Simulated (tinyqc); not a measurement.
Abrupt p-n junction, non-linear Poisson equation by Newton steps: one step of the calculation.

One dimension, p side on the left, n side on the right; net doping C = -Na for x < 0 and +Nd for x > 0. The potential psi is counted from the intrinsic level, and the quasi-Fermi potentials are flat: 0 for holes and -V for electrons, so n = ni exp((psi + V)/Vt) and p = ni exp(-psi/Vt) (Boltzmann statistics, full ionisation, no current). Under reverse bias this makes the minority densities vanishingly small everywhere; they play no part in the charge.

Problem. Newton step. Solve the tridiagonal system a_(i-1) d_(i-1) + b_i d_i + a_i d_(i+1) = -F_i for nodes 1 to 9, with d = 0 on fixed nodes. Half of the step is added while the largest |d| exceeds 1.5 Vt, the full step after that.

Parameters, values chosen for the exercise:
- T = 450 K (temperature)

Constants: q = 1.602176634e-19 C, kB = 1.380649e-23 J/K, Vt = kB T/q. Results are converted to the units shown.

| interval | coupling a_i (F/cm^2) |
|---|---|
| 0 | 9.2425294e-7 |
| 1 | 1.1209025e-6 |
| 2 | 1.3613028e-6 |
| 3 | 1.6437572e-6 |
| 4 | 1.9880158e-6 |
| 5 | 7.0478150e-7 |
| 6 | 2.5146739e-7 |
| 7 | 8.8915473e-8 |
| 8 | 3.1736396e-8 |
| 9 | 1.1209025e-8 |

| node | diagonal b (F/cm^2) | residual F (C/cm^2) |
|---|---|---|
| 1 | -8.0608582e-6 | ~0 |
| 2 | -7.4393757e-6 | ~0 |
| 3 | -7.0974731e-6 | 1.0857810e-8 |
| 4 | -6.4880595e-6 | 6.8925495e-8 |
| 5 | -4.0365899e-6 | 6.7074862e-8 |
| 6 | -1.0150885e-6 | 2.2816821e-9 |
| 7 | -3.4038513e-7 | 8.8142192e-14 |
| 8 | -1.2065187e-7 | ~0 |
| 9 | -4.3223820e-8 | 4.4088391e-8 |

| node | psi at the start (V) |
|---|---|
| 0 | -1.5493387 |
| 1 | -1.5493387 |
| 2 | -1.5493387 |
| 3 | -1.5493387 |
| 4 | -1.5427332 |
| 5 | -1.4922544 |
| 6 | -1.3309109 |
| 7 | -0.8966467 |
| 8 | 0.1884550 |
| 9 | 2.1027929 |
| 10 | 2.4573220 |

Find: Newton step d, before damping; psi after iteration 1.

Solution.

| node | Newton step d, before damping (V) |
|---|---|
| 1 | 0.0002 |
| 2 | 0.0015 |
| 3 | 0.0078 |
| 4 | 0.0259 |
| 5 | 0.0433 |
| 6 | 0.0797 |
| 7 | 0.1914 |
| 8 | 0.5074 |
| 9 | 1.3925 |

| node | psi after iteration 1 (V) |
|---|---|
| 0 | -1.5493 |
| 1 | -1.5492 |
| 2 | -1.5486 |
| 3 | -1.5454 |
| 4 | -1.5298 |
| 5 | -1.4706 |
| 6 | -1.2911 |
| 7 | -0.8009 |
| 8 | 0.4421 |
| 9 | 2.7991 |
| 10 | 2.4573 |

Program tinyqc, `OMP_NUM_THREADS=1 python tinyqc.py 2000003 2000004 out.jsonl`; Intel Xeon 2.30GHz, shared host, one thread, about 0.04 s.

~0 in a residual or rate marks an entry under 1e-11 of the largest of its column.
